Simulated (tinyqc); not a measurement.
Inside a calculation (part 1 of 3). Method: UHF in the 3-21g basis, for H3, spin multiplicity 2. Computed by tinyqc, a small Python program that keeps every step (integrals from PySCF). Settings: charge = 0, multiplicity = 2, basis = 3-21g, energy threshold = 1e-08, iteration cap = 62, orthogonalisation = symmetric, start = Wolfsberg-Helmholz matrix, DIIS depth = 3, method = UHF. Command: `OMP_NUM_THREADS=1 python tinyqc.py 24942 24943 out.jsonl` (the two numbers bound the seeds that draw the settings). One thread of a shared host (Intel(R) Xeon(R) Processor @ 2.60GHz), about 0.1 s of CPU time with the checks. Later iterations appear only in the table of the cycle.

## One-electron integrals

Geometry (angstrom):

| atom | x | y | z |
|---|---|---|---|
| H | 0.000000 | 0.000000 | 0.000000 |
| H | 0.000000 | 0.000000 | 0.864000 |
| H | 0.000000 | 0.748000 | 0.432000 |

Basis 3-21g: exponents (1/bohr^2) and contraction coefficients of normalised primitives:

| element | l (shell) | exponent | coefficient |
|---|---|---|---|
| H | s (1) | 5.447178 | 0.156285 |
| H | s (1) | 0.824547 | 0.904691 |
| H | s (2) | 0.183192 | 1.000000 |

Overlap, kinetic and nuclear-attraction integrals over the contracted functions; the nuclear repulsion is the sum of Za Zb / Rab.

nuclear repulsion = 1.83772291 hartree

overlap S:
```
          1H 1s     1H 2s     2H 1s     2H 2s     3H 1s     3H 2s
1H 1s  1.000000  0.645899  0.296010  0.431586  0.296180  0.431671
1H 2s  0.645899  1.000000  0.431586  0.783350  0.431671  0.783445
2H 1s  0.296010  0.431586  1.000000  0.645899  0.296180  0.431671
2H 2s  0.431586  0.783350  0.645899  1.000000  0.431671  0.783445
3H 1s  0.296180  0.431671  0.296180  0.431671  1.000000  0.645899
3H 2s  0.431671  0.783445  0.431671  0.783445  0.645899  1.000000
```

kinetic energy T (hartree):
```
          1H 1s     1H 2s     2H 1s     2H 2s     3H 1s     3H 2s
1H 1s  1.549405  0.293152  0.075979  0.143081  0.076167  0.143136
1H 2s  0.293152  0.274788  0.143081  0.180215  0.143136  0.180254
2H 1s  0.075979  0.143081  1.549405  0.293152  0.076167  0.143136
2H 2s  0.143081  0.180215  0.293152  0.274788  0.143136  0.180254
3H 1s  0.076167  0.143136  0.076167  0.143136  1.549405  0.293152
3H 2s  0.143136  0.180254  0.143136  0.180254  0.293152  0.274788
```

nuclear attraction V (hartree):
```
           1H 1s      1H 2s      2H 1s      2H 2s      3H 1s      3H 2s
1H 1s  -2.942979  -1.558584  -0.858343  -1.086709  -0.858883  -1.086925
1H 2s  -1.558584  -1.709303  -1.086709  -1.417779  -1.086968  -1.417944
2H 1s  -0.858343  -1.086709  -2.942979  -1.558584  -0.858883  -1.086925
2H 2s  -1.086709  -1.417779  -1.558584  -1.709303  -1.086968  -1.417944
3H 1s  -0.858883  -1.086968  -0.858883  -1.086968  -2.943126  -1.558668
3H 2s  -1.086925  -1.417944  -1.086925  -1.417944  -1.558668  -1.709366
```

core Hamiltonian H = T + V (hartree):
```
           1H 1s      1H 2s      2H 1s      2H 2s      3H 1s      3H 2s
1H 1s  -1.393575  -1.265433  -0.782364  -0.943628  -0.782716  -0.943789
1H 2s  -1.265433  -1.434515  -0.943628  -1.237564  -0.943832  -1.237690
2H 1s  -0.782364  -0.943628  -1.393575  -1.265433  -0.782716  -0.943789
2H 2s  -0.943628  -1.237564  -1.265433  -1.434515  -0.943832  -1.237690
3H 1s  -0.782716  -0.943832  -0.782716  -0.943832  -1.393722  -1.265517
3H 2s  -0.943789  -1.237690  -0.943789  -1.237690  -1.265517  -1.434578
```

## Two-electron integrals

Functions are numbered as in S; the eight-fold symmetry (ij|kl) = (ji|kl) = (kl|ij) leaves the list below.

Two-electron integrals (ij|kl) in chemists' order, unique and non-zero (hartree):
```
(11|11) 1.140145   (21|11) 0.611403   (21|21) 0.345152   (22|11) 0.626370
(22|21) 0.380329   (22|22) 0.482957   (31|11) 0.266572   (31|21) 0.152816
(31|22) 0.171859   (31|31) 0.091104   (32|11) 0.282227   (32|21) 0.172080
(32|22) 0.217475   (32|31) 0.109717   (32|32) 0.153463   (33|11) 0.596242
(33|21) 0.372510   (33|22) 0.489833   (33|31) 0.266572   (33|32) 0.400377
(33|33) 1.140145   (41|11) 0.400377   (41|21) 0.227061   (41|22) 0.252132
(41|31) 0.109717   (41|32) 0.126535   (41|33) 0.282227   (41|41) 0.153463
(42|11) 0.458982   (42|21) 0.280810   (42|22) 0.363476   (42|31) 0.143612
(42|32) 0.193859   (42|33) 0.458982   (42|41) 0.193859   (42|42) 0.296361
(43|11) 0.372510   (43|21) 0.231420   (43|22) 0.305203   (43|31) 0.152816
(43|32) 0.227061   (43|33) 0.611403   (43|41) 0.172080   (43|42) 0.280810
(43|43) 0.345152   (44|11) 0.489833   (44|21) 0.305203   (44|22) 0.414636
(44|31) 0.171859   (44|32) 0.252132   (44|33) 0.626370   (44|41) 0.217475
(44|42) 0.363476   (44|43) 0.380329   (44|44) 0.482957   (51|11) 0.266749
(51|21) 0.152914   (51|22) 0.171963   (51|31) 0.076421   (51|32) 0.088697
(51|33) 0.196283   (51|41) 0.104923   (51|42) 0.134625   (51|43) 0.120445
(51|44) 0.152310   (51|51) 0.091210   (52|11) 0.282324   (52|21) 0.172136
(52|22) 0.217534   (52|31) 0.088672   (52|32) 0.114870   (52|33) 0.262787
(52|41) 0.119779   (52|42) 0.176491   (52|43) 0.162011   (52|44) 0.209844
(52|51) 0.109806   (52|52) 0.153524   (53|11) 0.196283   (53|21) 0.120445
(53|22) 0.152310   (53|31) 0.076421   (53|32) 0.104923   (53|33) 0.266749
(53|41) 0.088697   (53|42) 0.134625   (53|43) 0.152914   (53|44) 0.171963
(53|51) 0.076459   (53|52) 0.104940   (53|53) 0.091210   (54|11) 0.262787
(54|21) 0.162011   (54|22) 0.209844   (54|31) 0.088672   (54|32) 0.119779
(54|33) 0.282324   (54|41) 0.114870   (54|42) 0.176491   (54|43) 0.172136
(54|44) 0.217534   (54|51) 0.104940   (54|52) 0.151469   (54|53) 0.109806
(54|54) 0.153524   (55|11) 0.596368   (55|21) 0.372578   (55|22) 0.489886
(55|31) 0.196206   (55|32) 0.262750   (55|33) 0.596368   (55|41) 0.262750
(55|42) 0.406001   (55|43) 0.372578   (55|44) 0.489886   (55|51) 0.266749
(55|52) 0.400460   (55|53) 0.266749   (55|54) 0.400460   (55|55) 1.140145
(61|11) 0.400460   (61|21) 0.227107   (61|22) 0.252183   (61|31) 0.104877
(61|32) 0.119764   (61|33) 0.262753   (61|41) 0.151440   (61|42) 0.190012
(61|43) 0.161994   (61|44) 0.209830   (61|51) 0.109806   (61|52) 0.126596
(61|53) 0.088712   (61|54) 0.119797   (61|55) 0.282324   (61|61) 0.153524
(62|11) 0.459051   (62|21) 0.280852   (62|22) 0.363527   (62|31) 0.134564
(62|32) 0.176469   (62|33) 0.406015   (62|41) 0.190002   (62|42) 0.284769
(62|43) 0.251618   (62|44) 0.336845   (62|51) 0.143712   (62|52) 0.193923
(62|53) 0.134637   (62|54) 0.190036   (62|55) 0.459051   (62|61) 0.193923
(62|62) 0.296432   (63|11) 0.262753   (63|21) 0.161994   (63|22) 0.209830
(63|31) 0.104877   (63|32) 0.151440   (63|33) 0.400460   (63|41) 0.119764
(63|42) 0.190012   (63|43) 0.227107   (63|44) 0.252183   (63|51) 0.088712
(63|52) 0.119797   (63|53) 0.109806   (63|54) 0.126596   (63|55) 0.282324
(63|61) 0.114879   (63|62) 0.176501   (63|63) 0.153524   (64|11) 0.406015
(64|21) 0.251618   (64|22) 0.336845   (64|31) 0.134564   (64|32) 0.190002
(64|33) 0.459051   (64|41) 0.176469   (64|42) 0.284769   (64|43) 0.280852
(64|44) 0.363527   (64|51) 0.134637   (64|52) 0.190036   (64|53) 0.143712
(64|54) 0.193923   (64|55) 0.459051   (64|61) 0.176501   (64|62) 0.284798
(64|63) 0.193923   (64|64) 0.296432   (65|11) 0.372578   (65|21) 0.231456
(65|22) 0.305233   (65|31) 0.120393   (65|32) 0.161988   (65|33) 0.372578
(65|41) 0.161988   (65|42) 0.251607   (65|43) 0.231456   (65|44) 0.305233
(65|51) 0.152914   (65|52) 0.227107   (65|53) 0.152914   (65|54) 0.227107
(65|55) 0.611403   (65|61) 0.172136   (65|62) 0.280852   (65|63) 0.172136
(65|64) 0.280852   (65|65) 0.345152   (66|11) 0.489886   (66|21) 0.305233
(66|22) 0.414665   (66|31) 0.152235   (66|32) 0.209809   (66|33) 0.489886
(66|41) 0.209809   (66|42) 0.336822   (66|43) 0.305233   (66|44) 0.414665
(66|51) 0.171963   (66|52) 0.252183   (66|53) 0.171963   (66|54) 0.252183
(66|55) 0.626370   (66|61) 0.217534   (66|62) 0.363527   (66|63) 0.217534
(66|64) 0.363527   (66|65) 0.380329   (66|66) 0.482957
```

## Orthogonalisation

S = U s U^T; symmetric (Loewdin) form X = U s^(-1/2) U^T, so that X^T S X = 1.

eigenvalues of S: 0.135749  0.135812  0.493634  0.784538  0.784827  3.665440

X:
```
           1H 1s      1H 2s      2H 1s      2H 2s      3H 1s      3H 2s
1H 1s   1.254577  -0.491774  -0.071596   0.031521  -0.071717   0.031540
1H 2s  -0.491774   1.955669   0.031521  -0.560455   0.031555  -0.560803
2H 1s  -0.071596   0.031521   1.254577  -0.491774  -0.071717   0.031540
2H 2s   0.031521  -0.560455  -0.491774   1.955669   0.031555  -0.560803
3H 1s  -0.071717   0.031555  -0.071717   0.031555   1.254599  -0.491783
3H 2s   0.031540  -0.560803   0.031540  -0.560803  -0.491783   1.955962
```

## Starting guess

The start is the generalised Wolfsberg-Helmholz matrix (K = 1.75) built on H; D(s) = C_occ C_occ^T for each spin.

D(alpha) at the start:
```
           1H 1s      1H 2s      2H 1s      2H 2s     3H 1s     3H 2s
1H 1s   0.583798   0.252154  -0.530949  -0.169405  0.026443  0.041385
1H 2s   0.252154   0.144494  -0.169405  -0.014926  0.041404  0.064800
2H 1s  -0.530949  -0.169405   0.583798   0.252154  0.026443  0.041385
2H 2s  -0.169405  -0.014926   0.252154   0.144494  0.041404  0.064800
3H 1s   0.026443   0.041404   0.026443   0.041404  0.026461  0.041414
3H 2s   0.041385   0.064800   0.041385   0.064800  0.041414  0.064816
```

D(beta) at the start:
```
          1H 1s     1H 2s     2H 1s     2H 2s     3H 1s     3H 2s
1H 1s  0.026424  0.041375  0.026424  0.041375  0.026443  0.041385
1H 2s  0.041375  0.064784  0.041375  0.064784  0.041404  0.064800
2H 1s  0.026424  0.041375  0.026424  0.041375  0.026443  0.041385
2H 2s  0.041375  0.064784  0.041375  0.064784  0.041404  0.064800
3H 1s  0.026443  0.041404  0.026443  0.041404  0.026461  0.041414
3H 2s  0.041385  0.064800  0.041385  0.064800  0.041414  0.064816
```

## Iteration 1: building the Fock matrix

J_ij = sum D_kl (ij|kl) with D = D(alpha) + D(beta), K_ij = sum D_kl (ik|jl) for each spin; F = H + J - K(s); E = tr D H + tr D J / 2 - 0.5 sum_s tr D(s) K(s) + E_nn.

Coulomb J (hartree):
```
          1H 1s     1H 2s     2H 1s     2H 2s     3H 1s     3H 2s
1H 1s  2.102839  1.238259  0.642975  0.853223  0.617677  0.847402
1H 2s  1.238259  1.507346  0.853223  1.231660  0.791324  1.208769
2H 1s  0.642975  0.853223  2.102839  1.238259  0.617677  0.847402
2H 2s  0.853223  1.231660  1.238259  1.507346  0.791324  1.208769
3H 1s  0.617677  0.791324  0.617677  0.791324  1.841605  1.123865
3H 2s  0.847402  1.208769  0.847402  1.208769  1.123865  1.441483
```

exchange K(alpha) (hartree):
```
          1H 1s     1H 2s     2H 1s     2H 2s     3H 1s     3H 2s
1H 1s  0.829081  0.569359  0.162203  0.371013  0.316475  0.425340
1H 2s  0.569359  0.539875  0.371013  0.471382  0.364232  0.476290
2H 1s  0.162203  0.371013  0.829081  0.569359  0.316475  0.425340
2H 2s  0.371013  0.471382  0.569359  0.539875  0.364232  0.476290
3H 1s  0.316475  0.364232  0.316475  0.364232  0.386690  0.392951
3H 2s  0.425340  0.476290  0.425340  0.476290  0.392951  0.477316
```

exchange K(beta) (hartree):
```
          1H 1s     1H 2s     2H 1s     2H 2s     3H 1s     3H 2s
1H 1s  0.365638  0.362000  0.269142  0.329064  0.269242  0.329107
1H 2s  0.362000  0.417614  0.329064  0.402227  0.329166  0.402273
2H 1s  0.269142  0.329064  0.365638  0.362000  0.269242  0.329107
2H 2s  0.329064  0.402227  0.362000  0.417614  0.329166  0.402273
3H 1s  0.269242  0.329166  0.269242  0.329166  0.365816  0.362125
3H 2s  0.329107  0.402273  0.329107  0.402273  0.362125  0.417693
```

F(alpha) (hartree):
```
           1H 1s      1H 2s      2H 1s      2H 2s      3H 1s      3H 2s
1H 1s  -0.119817  -0.596532  -0.301592  -0.461418  -0.481515  -0.521727
1H 2s  -0.596532  -0.467043  -0.461418  -0.477286  -0.516741  -0.505211
2H 1s  -0.301592  -0.461418  -0.119817  -0.596532  -0.481515  -0.521727
2H 2s  -0.461418  -0.477286  -0.596532  -0.467043  -0.516741  -0.505211
3H 1s  -0.481515  -0.516741  -0.481515  -0.516741   0.061194  -0.534603
3H 2s  -0.521727  -0.505211  -0.521727  -0.505211  -0.534603  -0.470411
```

F(beta) (hartree):
```
           1H 1s      1H 2s      2H 1s      2H 2s      3H 1s      3H 2s
1H 1s   0.343626  -0.389173  -0.408531  -0.419469  -0.434281  -0.425494
1H 2s  -0.389173  -0.344783  -0.419469  -0.408131  -0.481675  -0.431195
2H 1s  -0.408531  -0.419469   0.343626  -0.389173  -0.434281  -0.425494
2H 2s  -0.419469  -0.408131  -0.389173  -0.344783  -0.481675  -0.431195
3H 1s  -0.434281  -0.481675  -0.434281  -0.481675   0.082068  -0.503777
3H 2s  -0.425494  -0.431195  -0.425494  -0.431195  -0.503777  -0.410787
```

total energy of this density = -1.06456394 hartree

## Iteration 1: diagonalisation and new density

Diagonalise F' = X^T F X, C = X C', fill 2 alpha and 1 beta electrons from the bottom; D(s) = C_occ C_occ^T. Each column has its largest component positive (the first on a tie).

F' = X^T F X (alpha) (hartree):
```
           1          2          3          4          5          6
1   0.461740  -0.668398  -0.048293  -0.040912  -0.291517  -0.097602
2  -0.668398   0.311607  -0.040912  -0.158818  -0.097998  -0.185471
3  -0.048293  -0.040912   0.461740  -0.668398  -0.291517  -0.097602
4  -0.040912  -0.158818  -0.668398   0.311607  -0.097998  -0.185471
5  -0.291517  -0.097998  -0.291517  -0.097998   0.694828  -0.585692
6  -0.097602  -0.185471  -0.097602  -0.185471  -0.585692   0.271377
```

orbital energies (alpha) (hartree): MO1 -0.771600, MO2 -0.137569, MO3 0.175651, MO4 0.834163, MO5 1.118028, MO6 1.294226

coefficients C (alpha):
```
            MO1        MO2        MO3        MO4        MO5        MO6
1H 1s  0.246557   0.386802  -0.121310   0.606644  -0.930951   0.606839
1H 2s  0.180887   1.020263  -0.752553  -0.487992   1.503803  -0.746681
2H 1s  0.246557  -0.386802  -0.121310   0.606644   0.930951   0.606839
2H 2s  0.180887  -1.020263  -0.752553  -0.487992  -1.503803  -0.746681
3H 1s  0.239079   0.000000   0.176644   0.711494   0.000000  -1.110658
3H 2s  0.218350   0.000000   1.544776  -0.538640   0.000000   1.405163
```

F' = X^T F X (beta) (hartree):
```
           1          2          3          4          5          6
1   0.989142  -0.572425  -0.309001  -0.076422  -0.296842  -0.067621
2  -0.572425   0.357236  -0.076422  -0.170005  -0.101188  -0.176425
3  -0.309001  -0.076422   0.989142  -0.572425  -0.296842  -0.067621
4  -0.076422  -0.170005  -0.572425   0.357236  -0.101188  -0.176425
5  -0.296842  -0.101188  -0.296842  -0.101188   0.703392  -0.584042
6  -0.067621  -0.176425  -0.067621  -0.176425  -0.584042   0.283441
```

orbital energies (beta) (hartree): MO1 -0.626895, MO2 0.216292, MO3 0.284526, MO4 0.878719, MO5 1.386090, MO6 1.540857

coefficients C (beta):
```
            MO1        MO2        MO3        MO4        MO5        MO6
1H 1s  0.183096  -0.085133   0.079808   0.543564   0.689596  -1.004946
1H 2s  0.178195  -0.816592   1.435453  -0.363157  -0.751176   1.114376
2H 1s  0.183096  -0.085133  -0.079808   0.543564   0.689596   1.004946
2H 2s  0.178195  -0.816592  -1.435453  -0.363157  -0.751176  -1.114376
3H 1s  0.274858   0.139291   0.000000   0.839225  -1.014347   0.000000
3H 2s  0.289335   1.562294   0.000000  -0.745117   1.272380   0.000000
```

D(alpha) after iteration 1:
```
           1H 1s      1H 2s      2H 1s      2H 2s     3H 1s     3H 2s
1H 1s   0.210406   0.439239  -0.088826  -0.350041  0.058947  0.053836
1H 2s   0.439239   1.073657  -0.350041  -1.008217  0.043246  0.039497
2H 1s  -0.088826  -0.350041   0.210406   0.439239  0.058947  0.053836
2H 2s  -0.350041  -1.008217   0.439239   1.073657  0.043246  0.039497
3H 1s   0.058947   0.043246   0.058947   0.043246  0.057159  0.052203
3H 2s   0.053836   0.039497   0.053836   0.039497  0.052203  0.047677
```

D(beta) after iteration 1:
```
          1H 1s     1H 2s     2H 1s     2H 2s     3H 1s     3H 2s
1H 1s  0.033524  0.032627  0.033524  0.032627  0.050325  0.052976
1H 2s  0.032627  0.031753  0.032627  0.031753  0.048978  0.051558
2H 1s  0.033524  0.032627  0.033524  0.032627  0.050325  0.052976
2H 2s  0.032627  0.031753  0.032627  0.031753  0.048978  0.051558
3H 1s  0.050325  0.048978  0.050325  0.048978  0.075547  0.079526
3H 2s  0.052976  0.051558  0.052976  0.051558  0.079526  0.083715
```

## Iteration 2: building the Fock matrix

As before.

Coulomb J (hartree):
```
          1H 1s     1H 2s     2H 1s     2H 2s     3H 1s     3H 2s
1H 1s  1.969412  1.175232  0.606282  0.809202  0.602730  0.809878
1H 2s  1.175232  1.460321  0.809202  1.190001  0.789156  1.183367
2H 1s  0.606282  0.809202  1.969412  1.175232  0.602730  0.809878
2H 2s  0.809202  1.190001  1.175232  1.460321  0.789156  1.183367
3H 1s  0.602730  0.789156  0.602730  0.789156  1.875848  1.131586
3H 2s  0.809878  1.183367  0.809878  1.183367  1.131586  1.431167
```

exchange K(alpha) (hartree):
```
          1H 1s     1H 2s     2H 1s     2H 2s     3H 1s     3H 2s
1H 1s  0.706471  0.555420  0.235503  0.366094  0.341229  0.424466
1H 2s  0.555420  0.545229  0.366094  0.451572  0.382205  0.472033
2H 1s  0.235503  0.366094  0.706471  0.555420  0.341229  0.424466
2H 2s  0.366094  0.451572  0.555420  0.545229  0.382205  0.472033
3H 1s  0.341229  0.382205  0.341229  0.382205  0.441463  0.416612
3H 2s  0.424466  0.472033  0.424466  0.472033  0.416612  0.475947
```

exchange K(beta) (hartree):
```
          1H 1s     1H 2s     2H 1s     2H 2s     3H 1s     3H 2s
1H 1s  0.362137  0.351100  0.268509  0.320721  0.306272  0.335079
1H 2s  0.351100  0.396112  0.320721  0.382832  0.372382  0.403143
2H 1s  0.268509  0.320721  0.362137  0.351100  0.306272  0.335079
2H 2s  0.320721  0.382832  0.351100  0.396112  0.372382  0.403143
3H 1s  0.306272  0.372382  0.306272  0.372382  0.482303  0.429669
3H 2s  0.335079  0.403143  0.335079  0.403143  0.429669  0.440991
```

F(alpha) (hartree):
```
           1H 1s      1H 2s      2H 1s      2H 2s      3H 1s      3H 2s
1H 1s  -0.130633  -0.645621  -0.411585  -0.500520  -0.521215  -0.558378
1H 2s  -0.645621  -0.519423  -0.500520  -0.499135  -0.536882  -0.526356
2H 1s  -0.411585  -0.500520  -0.130633  -0.645621  -0.521215  -0.558378
2H 2s  -0.500520  -0.499135  -0.645621  -0.519423  -0.536882  -0.526356
3H 1s  -0.521215  -0.536882  -0.521215  -0.536882   0.040663  -0.550542
3H 2s  -0.558378  -0.526356  -0.558378  -0.526356  -0.550542  -0.479358
```

F(beta) (hartree):
```
           1H 1s      1H 2s      2H 1s      2H 2s      3H 1s      3H 2s
1H 1s   0.213701  -0.441300  -0.444591  -0.455147  -0.486258  -0.468990
1H 2s  -0.441300  -0.370306  -0.455147  -0.430395  -0.527058  -0.457466
2H 1s  -0.444591  -0.455147   0.213701  -0.441300  -0.486258  -0.468990
2H 2s  -0.455147  -0.430395  -0.441300  -0.370306  -0.527058  -0.457466
3H 1s  -0.486258  -0.527058  -0.486258  -0.527058  -0.000177  -0.563600
3H 2s  -0.468990  -0.457466  -0.468990  -0.457466  -0.563600  -0.444402
```

total energy of this density = -1.42025431 hartree
